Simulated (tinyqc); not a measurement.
Stretching all distances: RHF, UHF, MP2, CISD and CCSD against full CI in the sto-3g basis, for H3+, spin multiplicity 1. Computed by the program tinyqc with PySCF. 

Geometry (angstrom):
```
atom       x       y        z
H     0.0000  0.0000   0.0000
H     0.0000  0.0000   0.8140
H     0.0000  0.8100  -0.0790
```

All coordinates are multiplied by the scale. c0^2 is the weight of the RHF determinant in the lowest singlet FCI state (UHF is spin-contaminated and may lie near states of higher spin) and n(LUMO) the first natural occupation beyond the occupied space.

Full CI energy (hartree) and errors against it (kcal/mol):
```
scale   distance 1-2 (angstrom)     E(FCI)      RHF      UHF      MP2    CISD    CCSD  <S^2> UHF    c0^2  n(LUMO)
0.9300                   0.7570  -1.233971  14.7737  14.7737   4.3860  0.0000  0.0000     0.0000  0.9855   0.0216
1.2000                   0.9768  -1.252793  19.6942  19.6942   6.1646  0.0000  0.0000     0.0000  0.9744   0.0379
1.4700                   1.1966  -1.207453  26.3519  26.3519   8.4127  0.0000  0.0000     0.0000  0.9566   0.0626
1.7400                   1.4164  -1.146376  35.3584  28.6548  11.1637  0.0000  0.0000     0.4356  0.9288   0.0991
2.0100                   1.6361  -1.088844  46.9051  24.2539  14.0477  0.0000  0.0000     0.6974  0.8892   0.1494
2.2800                   1.8559  -1.042241  60.3903  18.7461  16.0356  0.0000  0.0000     0.8397  0.8405   0.2108
2.5500                   2.0757  -1.007702  74.5083  14.0855  15.6383  0.0000  0.0000     0.9210  0.7903   0.2754
```

UHF parts from RHF first at scale 1.74 of those listed, where <S^2> leaves zero. The weight c0^2 goes from 0.99 to 0.79 and n(LUMO) from 0.02 to 0.28: static correlation grows as the bonds break into open-shell fragments. The spread of the error along the curve, which distorts its shape, is CISD 0.0, CCSD 0.0, MP2 11.6, UHF 14.6, RHF 59.7 kcal/mol. With two electrons CISD and CCSD are exact.
